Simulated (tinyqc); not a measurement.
# Crystallisation kinetics and data retention of a phase-change cell, step by step

tinyqc, about 0.03 s, one thread, Intel Xeon 2.30GHz (shared host): `OMP_NUM_THREADS=1 python tinyqc.py 2490062 2490063 out.jsonl` Printed values are rounded.

Johnson-Mehl-Avrami-Kolmogorov law X = 1 - exp(-y^n), y = integral of k dt, k = (1/100 s) exp[-(Ec q/kB)(1/T - 1/T1)].

Values chosen for this exercise; values of the order of Ge-Sb-Te and related chalcogenides:
```
symbol,value,unit,meaning
Ec,3.14,eV,activation energy of crystallisation
T1,454,K,temperature at which the rate k is 1/(100 s)
n,4,,Avrami exponent
Xf,0.5,,crystalline share at which the state is lost
T,367,K,storage temperature
b,1,K/min,heating rate
Ta,411,K,start of the ramp table
dT,6,K,step of the table
m,10,,steps
```

Constants: q = 1.602176634e-19 C, kB = 1.380649e-23 J/K. Results are converted to the units shown.

Range of the model: One Arrhenius rate is assumed; incubation, growth from the boundary and the non-Arrhenius kinetics of the supercooled liquid are left out.

## Retention

At fixed T the state fails at t = (-ln(1 - Xf))^(1/n)/k; ten years are 3.15576e8 s.

k = 5.45742e-11 1/s
y at failure = 0.912444
time to fail = 1.67193e10 s
the same in years = 529.804
temperature for ten years = 382.285 K

The cell meets ten years at 367 K.

## A heating ramp

T rises at the rate b. Start with y = k (kB Ta^2/(q Ec))/b, the integral from cold to Ta to leading order; over each step k is taken as exponential in T, so y gains (dT/b)(k2 - k1)/ln(k2/k1). dX/dt = n y^(n - 1) k exp(-y^n), listed as 0 once y^n exceeds 23.

```
point  T (K)     k (1/s)           y            X  dX/dt (1/s)
0        411  2.25528e-6  6.27305e-4  1.54852e-13  2.22688e-15
1        417  8.07619e-6  0.00227002  2.65535e-11  3.77884e-13
2        423  2.78931e-5  0.00802583   4.14915e-9  5.76801e-11
3        429  9.30526e-5   0.0274960   5.71584e-7   7.73746e-9
4        435  3.00281e-4   0.0911740   6.90985e-5   9.10270e-7
5        441  9.38600e-4    0.292807   0.00732366   9.35601e-5
6        447  0.00284542    0.911750     0.498945   0.00432235
7        453  0.00837633     2.75590            1            0
8        459   0.0239719     8.09546            1            0
9        465   0.0667675     23.1359            1            0
10       471    0.181173     64.3947            1            0
```

Among the points the rate is largest at 447 K, where X = 0.499; the exact peak lies at 447.5 K.
